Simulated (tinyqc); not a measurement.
Inside a calculation. Model: BCS gap equation with a constant attraction inside the Debye window. Computed by tinyqc, a small Python program that keeps every step. Command: `OMP_NUM_THREADS=1 python tinyqc.py 3000097 3000098 out.jsonl bcs walk`. One thread of a shared host (Intel(R) Xeon(R) Processor @ 2.30GHz), about 0.01 s of CPU time with the checks. Intermediate numbers are printed to about 6 digits and carried at full precision; extremes and crossings named in words are read from the listed rows.

Pairs attract with strength V for |xi| < k_B Theta; N(0) is the density of states for one spin. Energies are given as temperatures (E/k_B, in K) unless marked.

Inputs (values chosen for the exercise, modelled on aluminium):

| quantity | value | unit |
|---|---|---|
| coupling N(0)V | 0.167 | - |
| Debye temperature Theta | 417 | K |
| temperature T | 0.245 | K |
| Fermi velocity v_F | 1.8e+06 | m/s |
| electron density n | 18.6 | 1e28/m^3 |
| mean free path l | 5 | nm |
| junction resistance R_n | 0.89 | kilo-ohm |

Solver: secant.

Constants: k_B = 8.617333262e-05 eV/K; hbar = 1.054571817e-34 J s; k_B = 1.380649e-23 J/K; m_0 = 9.1093837015e-31 kg; eps_0 = 8.8541878128e-12 F/m; c = 299792458 m/s; e = 1.602176634e-19 C; h = 6.62607015e-34 J s.

## Gap at zero temperature

At T = 0 the gap equation 1/(N(0)V) = int_0^Theta d xi/sqrt(xi^2 + Delta^2) has the integral arcsinh(Theta/Delta), so Delta_0 = Theta/sinh(1/(N(0)V)); weak coupling gives 2 Theta exp(-1/(N(0)V)).

Delta_0 = 2.09220 K

weak-coupling Delta_0 = 2.09219 K

Delta_0 in meV = 0.180292 meV

## Critical temperature

Gap equation: 1/(N(0)V) = I(Delta, T) = int_0^Theta tanh(E/2T)/E d xi, E = sqrt(xi^2 + Delta^2); 64 Gauss-Legendre points in y with xi = max(Delta, T) sinh(y). T_c solves I(0, T_c) = 1/(N(0)V); the weak-coupling form is T_c = (2 e^C/pi) Theta exp(-1/(N(0)V)) with Euler's C = 0.5772157, and 2 Delta_0/T_c then tends to 2 pi e^-C = 3.528.

T_c = 1.18613 K

weak-coupling T_c = 1.18613 K

2 Delta_0/T_c = 3.52778

T_c/Theta = 0.0028; the ratio lies 0.00 % from 3.528, so the universal weak-coupling laws hold.

## One evaluation of the gap equation

Take Delta = Delta_0 as the trial; the fixed-point update is Delta(new) = N(0)V Delta I(Delta, T).

I(Delta_0, T) = 5.98786

updated Delta = 2.09214 K

## Gap at temperature T

Residual r = N(0)V I - 1, with Delta_0 = Theta/sinh(1/(N(0)V)). Secant steps in Delta^2, from Delta_0 and 0.9 Delta_0, with Delta^2 kept at or above 1e-6 K^2. Stop when |r| < 1e-9 or after 40 steps.

Iterations:

| step | Delta (K) | residual r |
|---|---|---|
| 1 | 2.09189 | -2.69241e-06 |
| 2 | 2.09186 | -2.62384e-07 |
| 3 | 2.09185 | 4.21130e-12 |

converged (1 yes, 0 no) = 1

Delta(T) = 2.09185 K

Converged in 3 steps: Delta(T)/Delta_0 = 0.9998 at T/T_c = 0.207.

## Lengths and fields

xi_0 = hbar v_F/(pi Delta_0); lambda_L = sqrt(m_0 eps_0 c^2/(n e^2)); N(0) = 3 n/(2 m_0 v_F^2) for one spin; condensation energy N(0) Delta_0^2/2 = B_c^2/(2 mu_0), mu_0 = 1/(eps_0 c^2); with scattering lambda = lambda_L sqrt(1 + xi_0/l) in the local limit (where xi_0 and l both exceed lambda, nonlocal response makes the true depth larger); Ginzburg-Landau kappa = 0.96 lambda_L/xi_0 + 0.72 lambda_L/l. Free-electron mass throughout; heavier carriers, as in niobium or vanadium, give a larger lambda_L and kappa and can make the metal type II.

coherence length xi_0 = 2091.76 nm

London depth lambda_L = 12.3218 nm

critical field B_c(0) = 9.95580 mT

depth with scattering = 252.326 nm

Ginzburg-Landau kappa = 1.77999

kappa exceeds 1/sqrt(2): type II, and the sample is dirty, l well below xi_0.

## A tunnel junction of this metal

Ambegaokar-Baratoff: I_c R_n = (pi Delta/(2e)) tanh(Delta/2T); Josephson energy E_J = hbar I_c/(2e), given as E_J/h; inductance hbar/(2 e I_c); thermal quasiparticle fraction x = n_qp/(2 N(0) Delta) = sqrt(2 pi T/Delta) exp(-Delta/T), valid for T well below Delta.

I_c R_n = 283.044 microvolt

critical current I_c = 318.027 nA

E_J/h = 157.959 GHz

Josephson inductance = 1.03484 nH

quasiparticle fraction x = 1.68006e-04

## Gap and superfluid density against temperature

Interpolation tanh(1.74 sqrt(T_c/T - 1)); near T_c, 1.74 sqrt(1 - T/T_c). Clean-limit superfluid fraction 1 - (1/2T) int_0^(40 T) cosh^-2(E/2T) d xi (64 points); two-fluid rule 1 - (T/T_c)^4.

Reduced quantities:

| T/T_c | Delta/Delta_0 | tanh form | square-root form | superfluid fraction | two-fluid rule |
|---|---|---|---|---|---|
| 0.10 | 1.000000 | 0.999942 | 1.65071 | 1.000000 | 0.999900 |
| 0.20 | 0.999877 | 0.998104 | 1.55630 | 0.998853 | 0.998400 |
| 0.30 | 0.997124 | 0.990221 | 1.45579 | 0.981761 | 0.991900 |
| 0.40 | 0.985034 | 0.972207 | 1.34780 | 0.927924 | 0.974400 |
| 0.50 | 0.956885 | 0.940227 | 1.23037 | 0.834041 | 0.937500 |
| 0.60 | 0.906995 | 0.889746 | 1.10047 | 0.706677 | 0.870400 |
| 0.70 | 0.828772 | 0.814110 | 0.95304 | 0.553717 | 0.759900 |
| 0.80 | 0.711044 | 0.701374 | 0.77815 | 0.381785 | 0.590400 |
| 0.90 | 0.526343 | 0.522665 | 0.55024 | 0.195951 | 0.343900 |
| 0.95 | 0.380318 | 0.379250 | 0.38908 | 0.099045 | 0.185494 |
| 0.98 | 0.243584 | 0.243575 | 0.24607 | 0.039853 | 0.077632 |

The tanh form misses the gap by at most about 0.017 (at T/T_c = 0.6); the square-root form is within 3 % only from T/T_c = 0.95. The gap keeps 99 % of Delta_0 up to T/T_c = 0.3, since quasiparticles are exponentially few. The two-fluid rule exceeds the BCS superfluid fraction most, by 0.21, at T/T_c = 0.8.

Checks made by the program: weak-coupling T_c, allowing for terms of order exp(-Theta/T_c) (relative difference below 1e-10).
